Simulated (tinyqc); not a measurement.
Coupled-perturbed Hartree-Fock on RHF in the sto-6g basis, for H6, spin multiplicity 1, step by step. One step of it, computed by the program tinyqc.

Problem. Coupled step 2. U_ai = -(mu_ai + sum_bj [4 (ai|bj) - (ab|ij) - (aj|bi)] U_bj) / (e_a - e_i); alpha = -4 sum U_ai mu_ai.

U after step 1:
```
           i1         i2         i3
a4  -0.027277   0.000000   2.014289
a5   0.000000  -0.587492   0.000000
a6   0.183210   0.000000  -0.013306
```

dipole integrals <a|z|i> (bohr):
```
           i1        i2         i3
a4   0.048554  0.000000  -1.582208
a5   0.000000  0.663024   0.000000
a6  -0.285825  0.000000   0.038474
```

orbital energies (hartree): MO1 -0.720298, MO2 -0.615482, MO3 -0.477807, MO4 0.471217, MO5 0.815501, MO6 1.271421

Two-electron integrals over orbitals (pq|rs), unique and non-zero (hartree):
```
(11|11) 0.433017    (21|21) 0.130962    (22|11) 0.344535    (22|22) 0.408670
(31|11) 0.084585    (31|22) -0.057033   (31|31) 0.132687    (32|21) -0.129445
(32|32) 0.148564    (33|11) 0.408759    (33|22) 0.363813    (33|31) 0.048351
(33|33) 0.411341    (41|21) 0.035769    (41|32) 0.001676    (41|41) 0.079464
(42|11) 0.056545    (42|22) -0.002554   (42|31) 0.049306    (42|33) 0.017412
(42|42) 0.069205    (43|21) 0.060464    (43|32) -0.060552   (43|41) 0.014838
(43|43) 0.072352    (44|11) 0.405476    (44|22) 0.363153    (44|31) 0.042181
(44|33) 0.397013    (44|42) 0.027020    (44|44) 0.412298    (51|11) 0.008897
(51|22) 0.026803    (51|31) -0.022371   (51|33) -0.008581   (51|42) 0.038453
(51|44) 0.003007    (51|51) 0.046950    (52|21) 0.021078    (52|32) 0.004104
(52|41) 0.055124    (52|43) -0.036678   (52|52) 0.085947    (53|11) -0.066332
(53|22) -0.004053   (53|31) -0.054895   (53|33) -0.033966   (53|42) -0.065294
(53|44) -0.028430   (53|51) -0.032149   (53|53) 0.070763    (54|21) 0.130478
(54|32) -0.141987   (54|41) 0.009070    (54|43) 0.062242    (54|52) -0.000440
(54|54) 0.154149    (55|11) 0.361032    (55|22) 0.411864    (55|31) -0.044479
(55|33) 0.376654    (55|42) 0.003752    (55|44) 0.386585    (55|51) 0.027259
(55|53) -0.008274   (55|55) 0.438631    (61|21) 0.002107    (61|32) 0.012961
(61|41) 0.028757    (61|43) 0.048601    (61|52) -0.028885   (61|54) -0.009454
(61|61) 0.064445    (62|11) -0.015788   (62|22) -0.033346   (62|31) 0.019843
(62|33) -0.004612   (62|42) -0.034574   (62|44) -0.002986   (62|51) -0.042336
(62|53) 0.036351    (62|55) -0.032518   (62|62) 0.044808    (63|21) 0.040717
(63|32) -0.008584   (63|41) 0.075975    (63|43) 0.018579    (63|52) 0.054676
(63|54) 0.008995    (63|61) 0.029150    (63|63) 0.082660    (64|11) 0.086380
(64|22) -0.048468   (64|31) 0.126019    (64|33) 0.049909    (64|42) 0.051136
(64|44) 0.047894    (64|51) -0.018875   (64|53) -0.055014   (64|55) -0.048034
(64|62) 0.018806    (64|64) 0.136303    (65|21) -0.132533   (65|32) 0.132845
(65|41) -0.036689   (65|43) -0.063636   (65|52) -0.022089   (65|54) -0.140341
(65|61) -0.003279   (65|63) -0.045429   (65|65) 0.149407    (66|11) 0.465730
(66|22) 0.368917    (66|31) 0.094395    (66|33) 0.442816    (66|42) 0.064087
(66|44) 0.447349    (66|51) 0.010024    (66|53) -0.076904   (66|55) 0.398406
(66|62) -0.018786   (66|64) 0.103900    (66|66) 0.532521
```

Give: U after step 2; polarisability.

Solution.

U after step 2:
```
        i1      i2      i3
a4  -0.022   0.000   2.088
a5   0.000  -0.618   0.000
a6   0.194   0.000  -0.011
```

polarisability = 15.083 bohr^3
